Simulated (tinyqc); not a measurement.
Worked calculation: a particle near a wafer in liquid: double-layer and van der Waals forces (DLVO), deposition barrier and removal. Computed by tinyqc, a small Python program that keeps every step. Command: `OMP_NUM_THREADS=1 python tinyqc.py 3110141 3110142 out.jsonl dlvo walk`. One thread of a shared host (Intel(R) Xeon(R) Processor @ 2.30GHz), about 0.01 s of CPU time with the checks. Intermediate numbers are printed to about 6 digits and carried at full precision; extremes and crossings named in words are read from the listed rows.

Sphere and flat wall, Derjaguin approximation, constant potentials in the linear-superposition form, no retardation and no hydration force.

Inputs (values chosen for the exercise, of the order of those for silica on silica in water):
```
quantity                             value   unit
particle radius R                       10     nm
Hamaker constant A                 4.7e-21      J
potential of the particle psi_1         29     mV
potential of the wafer psi_2           -15     mV
salt concentration c                0.0065  mol/L
valence z of the symmetric salt          1      -
temperature T                          293      K
dielectric constant of the liquid     80.2      -
gap h                                  6.9     nm
contact distance h0                    0.4     nm
contact radius over R                 0.19      -
viscosity                             0.93  mPa s
```

Constants: e = 1.602176634e-19 C; N_A = 6.02214076e+23 1/mol; eps_0 = 8.8541878128e-12 F/m; k_B = 1.380649e-23 J/K; k_B = 8.617333262e-05 eV/K.

## Screening

kappa^2 = 2 z^2 e^2 N_A (1000 c)/(eps eps_0 k_B T); gamma_i = tanh(z e psi_i/(4 k_B T)); Z = 64 pi eps eps_0 (k_B T/(z e))^2 gamma_1 gamma_2.

kappa = 0.264497 1/nm

Debye length = 3.78076 nm

gamma_1 = 0.279503

gamma_2 = -0.147439

Z = -3.75088 pN

kappa R = 2.64497

Opposite signs: the double layers attract. Caution: kappa R is not large, so the Derjaguin approximation is only rough at gaps of the order of the Debye length.

## Energy and force at one gap

U(h) = Z R exp(-kappa h) - A R/(6 h); F(h) = -dU/dh = kappa Z R exp(-kappa h) - A R/(6 h^2), positive for repulsion.

double-layer energy = -1.49480 k_B T

van der Waals energy = -0.280638 k_B T

U(h) = -1.77544 k_B T

F(h) = -1.76392 pN

## The curve

The formulas are those given above.

Against the gap:
```
h (nm)  kappa h  U (k_B T)        F (pN)
0.4      0.1058   -13.1823  -5.78833e+01
0.6      0.1587   -11.1389  -3.02244e+01
1.0      0.2645    -9.0537  -1.54486e+01
1.5      0.3967    -7.5265  -1.01534e+01
2.5      0.6612    -5.5610  -6.37464e+00
4.0      1.0580    -3.7030  -3.93369e+00
7.0      1.8515    -1.7324  -1.71751e+00
12.0     3.1740    -0.5493  -4.69467e-01
20.0     5.2899    -0.1436  -6.96056e-02
40.0    10.5799    -0.0486  -5.14805e-03
```

Caution: in rows where h is not small against R, A R/(6 h) overstates the van der Waals term. Caution: in rows with kappa h below 1 linear superposition is only rough.

## Removing an attached particle

Adhesion F_a = A R/(6 h0^2) [1 + a^2/(R h0)] - kappa Z R exp(-kappa h0), a the contact radius. Drag in a shear flow F_d = 1.7 x 6 pi mu R^2 G, acting at 1.4 R; rolling starts when 1.4 R F_d = a F_a. Wall shear stress = mu G.

van der Waals adhesion = 93.1432 pN

net adhesion F_a = 102.068 pN

wall shear stress for rolling = 4322.81 Pa

shear rate G = 4.64818e+06 1/s

Checks made by the program: force against a difference of U (relative difference below 1e-10).
